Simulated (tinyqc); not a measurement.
Inside a calculation. Method: bound state in one dimension: Numerov shooting, finite differences, DVR. Computed by tinyqc, a small Python program that keeps every step. Settings: points = 48. Command: `OMP_NUM_THREADS=1 python tinyqc.py 30441 30442 out.jsonl` (the two numbers bound the seeds that draw the settings). One thread of a shared host (Intel(R) Xeon(R) Processor @ 2.60GHz), about 0.01 s of CPU time with the checks.

## Numerov steps at E = 0.1

One particle of mass 1 in V = 5.59 (1 - exp(-0.6 x))^2 (atomic units), psi = 0 at both ends:
```
parameter                 value
left end              -1.600000
right end                     7
intervals                    48
h                      0.179167
state sought (nodes)          0
```

k_i = 2 m (E - V_i); (1 + h^2 k_(i+1)/12) y_(i+1) = 2 (1 - 5 h^2 k_i/12) y_i - (1 + h^2 k_(i-1)/12) y_(i-1), from y_0 = 0, y_1 = 0.001.

Points along the way:
```
i           x          V           k         y
0   -1.600000  14.520391  -28.840783  0.000000
1   -1.420833  10.120019  -20.040038  0.001000
2   -1.241667   6.843349  -13.486697  0.002631
3   -1.062500   4.445225   -8.690450  0.005390
4   -0.883333   2.730751   -5.261501  0.009633
5   -0.704167   1.545274   -2.890547  0.015476
16   1.266667   1.584089   -2.968178  0.144964
17   1.445833   1.880474   -3.560949  0.187301
18   1.625000   2.168302   -4.136603  0.251414
19   1.804167   2.444254   -4.688508  0.349514
20   1.983333   2.706164   -5.212328  0.501221
21   2.162500   2.952738   -5.705476  0.738470
```

## Bisection on the node count

With more sign changes than the state has nodes (the last point included) the energy is too high, else too low; the bracket starts as 0.1 to 10.

Trials:
```
trial           E  sign changes  y at the right end   next
1      5.05000000             4            3.41e-02  lower
2      2.57500000             1           -1.66e+01  lower
3      1.33750000             1           -9.77e+03  lower
4      0.71875000             0            5.41e+04  raise
5      1.02812500             1           -5.47e+03  lower
6      0.87343750             0            1.15e+04  raise
7      0.95078125             0            8.57e+02  raise
8      0.98945313             1           -2.75e+03  lower
9      0.97011719             1           -1.07e+03  lower
10     0.96044922             1           -1.40e+02  lower
11     0.95561523             0            3.50e+02  raise
12     0.95803223             0            1.03e+02  raise
13     0.95924072             1           -1.86e+01  lower
14     0.95863647             0            4.23e+01  raise
...           ...           ...                 ...    ...
28     0.95905606             1           -1.27e-03  lower
29     0.95905604             0            5.84e-04  raise
30     0.95905605             1           -3.44e-04  lower
```

eigenvalue = 0.95905605 hartree

## The same grid by other methods

Three-point finite differences and the sine-DVR kinetic matrix of Colbert and Miller on the same points.

Lowest levels (hartree):
```
state  finite differences       DVR
0                0.955607  0.959088
1                2.595547  2.607826
2                3.876073  3.896784
```
